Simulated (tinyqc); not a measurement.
Worked calculation: field-effect mobility of a thin-film transistor with band-tail and deep states (multiple trapping). Computed by tinyqc, a small Python program that keeps every step. Command: `OMP_NUM_THREADS=1 python tinyqc.py 3019220 3019221 out.jsonl tft walk`. One thread of a shared host (Intel(R) Xeon(R) Processor @ 2.30GHz), about 0.04 s of CPU time with the checks. Intermediate numbers are printed to about 5 digits and carried at full precision; extremes and crossings named in words are read from the listed rows.

A thick film in accumulation at small drain voltage. Only free electrons move; trapped ones still screen the gate. N_c and mu_0 are held fixed when T changes, leaving out the T^(3/2) growth of N_c. x = E_0 - psi is the distance of the Fermi level below the band edge.

Inputs (values chosen for the exercise, modelled on amorphous silicon):
```
quantity                                           value         unit
permittivity eps                                    11.8            -
effective density of states N_c                  1.9e+20       1/cm^3
band mobility mu_0                                    10   cm^2/(V s)
tail density at the edge g_t                     1.9e+21  1/(eV cm^3)
tail width E_t                                        41          meV
deep-state density g_d                           2.1e+17  1/(eV cm^3)
flat-band Fermi level below the edge, E_0           0.63           eV
equivalent oxide thickness t                          23           nm
surface band bending psi_s as a fraction of E_0     0.87            -
temperature T                                        300            K
```

Deep states: included.

Constants: k_B = 8.617333262e-05 eV/K; e = 1.602176634e-19 C; eps_0 = 8.8541878128e-12 F/m.

## Free and trapped densities

F_j(eta) = int_0^infinity x^j/(1 + exp(x - eta)) dx, without a gamma-function factor. Integrals over x = E/(k_B T) use 160 Gauss-Legendre points in u = sqrt(x) from 0 to sqrt(max(eta, 0) + 32). Free n(x) = N_c (2/sqrt(pi)) F_1/2(-x/k_B T), with F_1/2 from its two-term series in exp(-x/k_B T) for x >= 12 k_B T; tail n_t(x) = int_0^1.2eV g_t exp(-E/E_t)/(1 + exp((x - E)/k_B T)) dE, E counted down from the edge, 120 Gauss-Legendre points; deep charge g_d psi; space charge rho(psi) = n + n_t + g_d psi less its value at psi = 0.

Local densities at x = 0.4, 0.3, 0.2, 0.15, 0.1, 0.05, 0 and -0.05 eV:
```
x (eV)  n (1/cm^3)  n_t (1/cm^3)  n/(n + n_t)
0.40    3.6228e+13    9.7239e+15      0.00371
0.30    1.7337e+15    1.1053e+17      0.01544
0.20    8.2953e+16    1.2227e+18      0.06353
0.15    5.7333e+17    3.9349e+18      0.12717
0.10    3.9413e+18    1.1918e+19      0.24852
0.05    2.6163e+19    3.1175e+19      0.45629
0.00    1.4538e+20    5.8783e+19      0.71207
-0.05   5.1834e+20    7.3899e+19      0.87522
```

E_t/k_B T = 1.59: deep in the tail n_t follows exp(-x/E_t), more slowly than n, so the free share grows as the Fermi level rises.

## One gate voltage

Poisson: F(psi) = sqrt((2 e/(eps eps_0)) int_0^psi rho dpsi'); V_G - V_FB = psi_s + eps F(psi_s) t/3.9; free sheet density N_f = int (n - n(E_0))/F dpsi; induced sheet density N_i = eps eps_0 F(psi_s)/e; trapezoid rule on 301 even points in psi, the first interval left out of N_f. mu_eff = mu_0 N_f/N_i; field-effect mobility mu_FE = mu_0 e (dN_f/dV_G)/C_ox and swing S = dV_G/dlog10(N_f), by a central difference of +/- 2 mV in psi_s; C_ox = 3.9 eps_0/t.

surface field = 561.77 kV/cm

V_G - V_FB = 4.4575 V

free sheet density N_f = 5.2389e+11 1/cm^2

induced sheet density N_i = 3.6634e+12 1/cm^2

effective mobility mu_eff = 1.4301 cm^2/(V s)

field-effect mobility mu_FE = 3.0533 cm^2/(V s)

swing S = 4217.9 mV/decade

14 % of the induced charge is free. mu_FE exceeds mu_eff because the free share is still growing with V_G. The swing is 70.86 times the ideal ln(10) k_B T/e.

## Transfer curve

The formulas are those given above.

Against the band bending:
```
psi_s (V)  V_G - V_FB (V)  N_f (1/cm^2)  mu_eff (cm^2/(V s))  mu_FE (cm^2/(V s))  S (mV/decade)
0.22                0.503    1.8341e+07           6.9203e-04          2.6793e-03            168
0.32                0.781    5.2814e+08           1.2213e-02          5.4250e-02            239
0.39                1.120    5.2814e+09           7.7195e-02          2.6436e-01            491
0.45                1.718    3.3374e+10           2.8097e-01          7.4780e-01           1097
0.50                2.699    1.4043e+11           6.8160e-01          1.5846e+00           2179
0.55                4.552    5.5121e+11           1.4699e+00          3.1286e+00           4331
0.60                8.096    2.0144e+12           2.8675e+00          5.5376e+00           8941
0.64               13.078    5.1136e+12           4.3873e+00          7.5010e+00          16753
0.69               22.926    1.2818e+13           6.1517e+00          8.8937e+00          35412
```

The steepest swing among the rows is 168 mV/decade. mu_eff climbs from 6.9e-4 to 6.2, 62 % of mu_0 in the last row. Between rows 6 and 7 N_f scales as (V_G - V_FB - psi_s)^2.06; an exponential tail holding all the charge would give the larger of 1 and 2 E_t/k_B T - 1, here 2.17, and free charge alone 1; charge in deep states makes the exponent larger and lets it vary with V_G. The last row needs an oxide field above 5 MV/cm, near or beyond breakdown.

Checks made by the program: tail integral against adaptive quadrature (relative difference below 1e-10).
